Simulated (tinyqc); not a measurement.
Round or elliptic silicon nanowire with anisotropic valleys (Ritz method): sweeps and comparisons. A value that a table varies takes the place of the one given here.

Wire along x = [100] on a (001) wafer, y = [010], z = [001]. Valley groups, two valleys each (w = inverse masses): A, axis along z: w_y = 1/mt, w_z = 1/ml, m_x = mt; B, axis along y: w_y = 1/ml, w_z = 1/mt, m_x = mt; C, axis along x: w_y = w_z = 1/mt, m_x = ml.

Hard wall on the ellipse (y/a)^2 + (z/b)^2 = 1, c = hbar^2/2m0. With u = y/a, v = z/b the operator is -c [(w_y/a^2) d2/du2 + (w_z/b^2) d2/dv2] on the unit disc. Basis (1 - u^2 - v^2) u^i v^j; S, X and Y are the disc integrals of f f', (df/du)(df'/du) and (df/dv)(df'/dv), from the integral of u^p v^q = 2 Gamma((p+1)/2) Gamma((q+1)/2)/((p + q + 2) Gamma((p+q+2)/2)) for even p, q; H = c (w_y X/a^2 + w_z Y/b^2).

Converged values use 21 functions of each parity class (e or o in u, then in v).

Constants: hbar^2/2m0 = 3.80998211 eV angstrom^2.

Parameters, chosen for this exercise (near those of a Si nanowire; shifted at random, so the results belong to these values and not to a real crystal):
```
symbol  value                              unit      meaning
ml      0.934                              m0        longitudinal mass
mt      0.19                               m0        transverse mass
a       29                                 angstrom  semi-axis along y
b       29                                 angstrom  semi-axis along z
asp     (0.4, 0.6, 0.8, 1, 1.3, 1.8, 2.5)            ratios a/b
area    26.4                               nm^2      cross-section, kept fixed
hw      3                                            height over mean width
```

## Size of the basis

Lowest level of each group with 1, 3, 6 and 21 even functions.

Levels (meV):
```
functions      A      B       C
1          86.08  86.08  143.06
3          81.61  81.61  137.91
6          81.53  81.53  137.89
21         81.53  81.53  137.89
```

One function errs by 5.6 % for A, 5.6 % for B and 3.7 % for C, six by 0.0005, 0.0005 and 2.3e-05 meV. The error grows with the axis ratio of the stretched ellipse (2.22, 2.22, 1.00); for a circle it is 6/5.783 - 1 = 3.7 %.

## Flattening the wire at fixed area

a = sqrt(area x ratio/pi), b = a/ratio, 1 nm^2 = 100 angstrom^2; lowest level of each group.

Levels (eV):
```
a/b  a (angstrom)  b (angstrom)       A       B       C
0.4          18.3          45.8  0.1658  0.0627  0.1955
0.6          22.5          37.4  0.1179  0.0647  0.1553
0.8          25.9          32.4  0.0947  0.0721  0.1413
1.0          29.0          29.0  0.0816  0.0816  0.1380
1.3          33.1          25.4  0.0708  0.0974  0.1425
1.8          38.9          21.6  0.0635  0.1255  0.1610
2.5          45.8          18.3  0.0627  0.1658  0.1955
```

Each group is lowest where its stretched ellipse is a circle, at a/b = sqrt(w_y/w_z): 2.22 for A, 0.45 for B and 1.00 for C. The lowest group is B in the first row and A in the last, A and B crossing at a/b = 1 by symmetry; B - A is -103 meV in the first row and +103 meV in the last.

## Shape of the cross-section

Equal area, hard walls, lowest level of -c (w_y d2/dy2 + w_z d2/dz2), c = hbar^2/2m0. Rectangle W x H with H/W = hw; ellipse with b/a = hw; trapezoid of height H, base W/0.8 and top 0.6 of the base; isosceles triangle of height H and base 2W. Ellipse, trapezoid and triangle by converged Ritz bases; 1 nm^2 = 100 angstrom^2.

Levels:
```
shape      A (eV)  B (eV)  B - A (meV)
rectangle  0.2300  0.0707       -159.2
ellipse    0.1949  0.0649       -130.0
trapezoid  0.1942  0.0715       -122.7
triangle   0.1165  0.0793        -37.2
```

W = 29.7 angstrom
H = 89.0 angstrom

For group A the order is triangle, trapezoid, ellipse, rectangle, spanning 97 %. For group B the order is ellipse, rectangle, trapezoid, triangle, spanning 22 %. The ellipse lies below the rectangle for both groups, since corners hold little of the wave function. The triangle is lowest for A, whose light mass lies across the width and gains from the wide base. The spacing B - A of the valley groups runs from -159 to -37 meV.

## What each parameter does

Lowest level of groups A and B. Each row changes one parameter from the base and keeps the others.

Results:
```
case             A (eV)  B (eV)  B - A (meV)
base             0.0815  0.0815          0.0
a = 32 angstrom  0.0697  0.0787          9.0
b = 32 angstrom  0.0787  0.0697         -9.0
ml = 1.046 m0    0.0798  0.0798          0.0
mt = 0.171 m0    0.0888  0.0888          0.0
```

The largest shifts from the base row, up to three for each result and ties (the steps differ in size, so this ranks the rows, not the parameters). A (eV): a -0.0118, mt +0.0073, b -0.0028. B (eV): b -0.0118, mt +0.0073, a -0.0028. B - A (meV): b -9.0, a +9.0; unchanged at the printed digits by ml and mt.

(tinyqc, `OMP_NUM_THREADS=1 python tinyqc.py 1252331 1252332 out.jsonl`, Intel(R) Xeon(R) Processor @ 2.30GHz, 1 thread, shared host, about 0.05 s.)
